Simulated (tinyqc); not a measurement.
Plane-wave Kohn-Sham cycle with exchange-only LDA in a layered model solid, step by step. One step of it, computed by the program tinyqc.

Task: Iteration 2: Hamiltonian at one k. H(m,m') = (k + G_m)^2/2 delta + V(G_m - G_m'), with V(-G) = V(G).

A solid whose potential varies along x alone (atomic units):
```
parameter                      value
period a                    5.300000
cross-section of the cell  15.000000
electrons per cell                 2
grid points                       16
plane waves -n..n, n               2
k points                           2
V1 in V1 cos(2 pi x/a)     -0.310000
V2 in V2 cos(4 pi x/a)     -0.060000
```

V(G_m), m = 0, 1, 2, ... (hartree): [-0.284950, -0.124848, -0.030223, 0.000138, 0.000024]

k = 0.250000 2 pi / a

Give: H.

Result:

H (hartree), order -2, -1, +0, +1, +2:
$$\begin{pmatrix}
1.8671 & -0.1248 & -0.0302 & 0.0001 & 0.0000 \\
-0.1248 & 0.1103 & -0.1248 & -0.0302 & 0.0001 \\
-0.0302 & -0.1248 & -0.2410 & -0.1248 & -0.0302 \\
0.0001 & -0.0302 & -0.1248 & 0.8130 & -0.1248 \\
0.0000 & 0.0001 & -0.0302 & -0.1248 & 3.2725
\end{pmatrix}$$
